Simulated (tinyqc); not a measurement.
Worked calculation: CCSD on RHF in the 6-31g basis, for H3+, spin multiplicity 1. One step of it, computed by the program tinyqc.

Question. Iteration 6 (converged): orbitals. Diagonalise F' = X^T F X, C = X C', fill 1 alpha and 1 beta electrons from the bottom; D = 2 C_occ C_occ^T. Each column has its largest component positive (the first on a tie).

converged F (hartree), lower triangle:
```
           1H 1s      1H 2s      2H 1s      2H 2s      3H 1s      3H 2s
1H 1s  -0.475418
1H 2s  -0.814478  -0.791456
2H 1s  -0.529067  -0.554971  -0.270364
2H 2s  -0.612713  -0.626020  -0.605428  -0.578399
3H 1s  -0.529067  -0.554971  -0.136987  -0.282063  -0.270364
3H 2s  -0.612713  -0.626020  -0.282063  -0.407691  -0.605428  -0.578399
```

X:
```
               1          2          3          4          5         6
1H 1s  -0.794401   0.000000   0.566383   1.034172   0.000000  0.221300
1H 2s   3.482585   0.000000  -0.526265   0.084917   0.000000  0.293920
2H 1s   0.255041  -0.826596   0.774995  -0.472130   0.486893  0.168846
2H 2s  -1.947517   1.135187  -0.484562  -0.196825   0.354535  0.239773
3H 1s   0.255041   0.826596   0.774995  -0.472130  -0.486893  0.168846
3H 2s  -1.947517  -1.135187  -0.484562  -0.196825  -0.354535  0.239773
```

Give: F' = X^T F X; orbital energies; coefficients C; D after iteration 6.

Answer.

F' = X^T F X (hartree), lower triangle:
```
         1        2        3        4        5        6
1   0.4866
2   0.0000   0.5915
3  -0.0449   0.0000   0.5051
4  -0.4560   0.0000  -0.1057   0.4179
5   0.0000  -0.1980   0.0000   0.0000  -0.3294
6  -0.0240   0.0000  -0.1756  -0.1131   0.0000  -0.9737
```

orbital energies (hartree): MO1 -1.0088, MO2 -0.3702, MO3 -0.0096, MO4 0.5399, MO5 0.6322, MO6 0.9144

coefficients C:
```
          MO1      MO2      MO3      MO4      MO5      MO6
1H 1s  0.3544   0.0000   0.2737  -0.6017   0.0000  -1.2279
1H 2s  0.4119   0.0000   2.2589   1.1823   0.0000   2.4143
2H 1s  0.2259   0.3102  -0.0654  -0.7245  -0.9078   0.5804
2H 2s  0.0567   0.5762  -1.5481   0.1306   1.0404  -1.3065
3H 1s  0.2259  -0.3102  -0.0654  -0.7245   0.9078   0.5804
3H 2s  0.0567  -0.5762  -1.5481   0.1306  -1.0404  -1.3065
```

D after iteration 6, lower triangle:
```
        1H 1s   1H 2s   2H 1s   2H 2s   3H 1s   3H 2s
1H 1s  0.2512
1H 2s  0.2919  0.3393
2H 1s  0.1601  0.1861  0.1021
2H 2s  0.0402  0.0467  0.0256  0.0064
3H 1s  0.1601  0.1861  0.1021  0.0256  0.1021
3H 2s  0.0402  0.0467  0.0256  0.0064  0.0256  0.0064
```
